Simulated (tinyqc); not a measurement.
# Precursor delivery by bubblers, mass-transport growth and the solid composition of a III-V alloy, step by step

A worked calculation. Computed by tinyqc, a small Python program that keeps every step. Command: `OMP_NUM_THREADS=1 python tinyqc.py 3017590 3017591 out.jsonl movpe_thermo walk`. One thread of a shared host (Intel(R) Xeon(R) Processor @ 2.30GHz), about 0.01 s of CPU time with the checks. Intermediate numbers are printed to about 7 digits and carried at full precision; extremes and crossings named in words are read from the listed rows.

1 sccm = 44.615 micromol/min; 1 torr = 133.322 Pa. The sources decompose fully at the surface.

Inputs (values chosen for the exercise, modelled on triethylgallium (source 1) and trimethylindium (source 2) for the vapour pressures):
```
quantity,value,unit
bath temperature T1,292,K
bath temperature T2,289,K
bubbler pressure p_b,760,torr
carrier flow F1,21,sccm
carrier flow F2,130,sccm
total flow F_t,12,slm
group-V flow F_V,120,sccm
reactor pressure p,760,torr
growth temperature T,820,K
diffusivity at 273 K and 760 torr,0.42,cm^2/s
flow cross-section A,51,cm^2
distance from the leading edge z,7.4,cm
lattice constant a,5.68,angstrom
interaction L0 of the solid,9.77,kJ/mol
"log10 of p_B,eq over pure BC at 1000 K and 1 torr of group V (exaggerated: liquid indium has about -4.1)",-2.9,log10 torr
enthalpy of that equilibrium H,269,kJ/mol
```

Alloy: mixing on the group-III sites, with desorption of B.

constants a, b of source 1 (log10 torr, K): [8.09, 2162]

constants a, b of source 2 (log10 torr, K): [10.55, 3014]

Constants: k_B = 1.380649e-23 J/K; R = 8.314462618 J/(mol K).

## Bubblers

log10 p_v = a - b/T_bath; molar flow = F x 44.615 x p_v/(p_b - p_v) for a saturated bubbler.

vapour pressure 1 = 4.851661 torr

molar flow 1 = 6.019471 micromol/min

vapour pressure 2 = 1.321096 torr

molar flow 2 = 10.09951 micromol/min

One kelvin of bath error changes flow 1 by 5.9 % and flow 2 by 8.3 %.

## Partial pressures in the reactor

p_i = p n_i/(44615 F_t), F_t in slm; p_V = p F_V/(1000 F_t), counted per molecule supplied; V/III = 44.615 F_V/(n1 + n2); vapour fraction of source 2 = n2/(n1 + n2).

p_1 = 0.008544955 torr

p_2 = 0.01433679 torr

p_V = 7.6 torr

V/III ratio = 332.1425

vapour fraction of source 2 = 0.6265602

## Mass transport

Mean velocity u = (F_t/A)(760/p)(T/273); D = D0 (T/273)^1.75 (760/p); boundary layer delta = sqrt(pi D z/u); flux = D dp/(delta k_B T); growth rate = flux x a^3/4.

velocity u = 11.77907 cm/s

D = 2.878319 cm^2/s

boundary layer delta = 2.383443 cm

growth rate per torr of group III = 23.45451 micrometre/(h torr)

Caution: the boundary layer is a quarter or more of the root of the cross-section, so it fills much of the channel and depletion along the flow matters.

## Solid composition

A sticks fully. B desorbs: its surface pressure is p_B* = x gamma_B K/sqrt(p_V), ln gamma_B = L0 (1 - x)^2/(R T), K = 10^(log10 K at 1000 K) exp[-(H/R)(1/T - 1/1000)], p_V in torr. With equal diffusivities x = (p_2 - p_B*)/(p_1 + p_2 - p_B*). Growth rate = rate per torr x p_1/(1 - x).

K/sqrt(p_V) = 3.760639e-07 torr

solid fraction x = 0.6265555

share of B incorporated, 1 - p_B*/p_2 = 0.9999799

growth rate = 0.5366734 micrometre/h

Desorption is negligible: the solid copies the vapour.

## Incorporation against temperature

A sticks fully. B desorbs: its surface pressure is p_B* = x gamma_B K/sqrt(p_V), ln gamma_B = L0 (1 - x)^2/(R T), K = 10^(log10 K at 1000 K) exp[-(H/R)(1/T - 1/1000)], p_V in torr. With equal diffusivities x = (p_2 - p_B*)/(p_1 + p_2 - p_B*).

At fixed flows:
```
T (K),K/sqrt(p_V) (torr),x,"share of B incorporated, 1 - p_B*/p_2"
932,4.309475e-05,0.6260342,0.9977554
986,2.884618e-04,0.6230531,0.9851508
1037,1.448522e-03,0.6086228,0.9268522
1074,4.243407e-03,0.5709994,0.7932966
1119,1.425048e-02,0.4093573,0.4130813
1163,4.254867e-02,0.1446771,0.1008156
1216,1.430431e-01,0.0401194,0.0249112
1294,7.111802e-01,0.0082110,0.0049344
```

x equals the vapour fraction 0.627 while gamma_B K/sqrt(p_V) is small against p_1 + p_2 = 0.023 torr and falls once it is not. Between the last rows the apparent energy R d ln x/d(1/T) is 266 kJ/mol, against H = 269.

Checks made by the program: the sensitivity to the bath against a difference (relative difference below 1e-10).
